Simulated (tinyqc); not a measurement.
Three families of gaps: armchair graphene nanoribbon in tight binding.

An armchair ribbon of N dimer lines, width (N - 1) sqrt3 acc/2, period 3 acc, one pz orbital a site. In line n, A_n binds to B_n with -t exp(ik/3), times (1 + d) in the two edge lines, and to B_(n-1) and B_(n+1) with -t exp(-ik/6); k runs from -pi to pi. For d = 0 the modes across the ribbon are sin(n p pi/(N + 1)), p = 1 to N, with E = -/+ t sqrt(1 + 4 c^2 + 4 c cos(k/2)), c = cos(p pi/(N + 1)).

Parameters, chosen for this exercise (near those used for graphene; the results hold for these values, not for the real material):
- t = 2.87 eV (hopping)
- acc = 1.42 angstrom (bond length)
- N0 = 21 (first width)
- d1 = 0.12 (edge correction)

Nine widths from N0 on, gaps at k = 0 with d = 0 and d = d1.

Cases:

| N | family | width (angstrom) |
|---|---|---|
| 21 | 3p | 24.60 |
| 22 | 3p+1 | 25.82 |
| 23 | 3p+2 | 27.05 |
| 24 | 3p | 28.28 |
| 25 | 3p+1 | 29.51 |
| 26 | 3p+2 | 30.74 |
| 27 | 3p | 31.97 |
| 28 | 3p+1 | 33.20 |
| 29 | 3p+2 | 34.43 |

Rank the cases by gap, d1 (eV), lowest first.

Answer: 29, 26, 23, 27, 24, 21, 28, 25, 22.

Gaps:

| N | family | width (angstrom) | gap, d = 0 (eV) | gap, d1 (eV) | gap x (N + 1) sqrt3 acc/2 (eV angstrom) |
|---|---|---|---|---|---|
| 21 | 3p | 24.60 | 0.4666 | 0.3828 | 10.36 |
| 22 | 3p+1 | 25.82 | 0.4585 | 0.5483 | 15.51 |
| 23 | 3p+2 | 27.05 | 0.0000 | 0.0816 | 2.41 |
| 24 | 3p | 28.28 | 0.4113 | 0.3371 | 10.36 |
| 25 | 3p+1 | 29.51 | 0.4050 | 0.4839 | 15.47 |
| 26 | 3p+2 | 30.74 | 0.0000 | 0.0725 | 2.41 |
| 27 | 3p | 31.97 | 0.3677 | 0.3011 | 10.37 |
| 28 | 3p+1 | 33.20 | 0.3627 | 0.4331 | 15.44 |
| 29 | 3p+2 | 34.43 | 0.0000 | 0.0652 | 2.40 |

Without edge correction the 3p+2 ribbons have no gap and the other two families nearly share one curve. With it the mean of the last column is 15.48 for 3p+1, 10.36 for 3p and 2.41 eV angstrom for 3p+2: the stronger edge bonds raise the gap of 3p+1, lower that of 3p and open one in 3p+2. Within a family the gap falls about as 1/width. One-electron gaps of this kind leave out the self-energy and exciton terms, which are large in narrow ribbons.

Computed by tinyqc, a small Python program: `OMP_NUM_THREADS=1 python tinyqc.py 1482788 1482789 out.jsonl` (the numbers bound the seed that draws the inputs); one thread of a shared host (Intel(R) Xeon(R) Processor @ 2.30GHz), about 0.05 s for the whole set of steps.
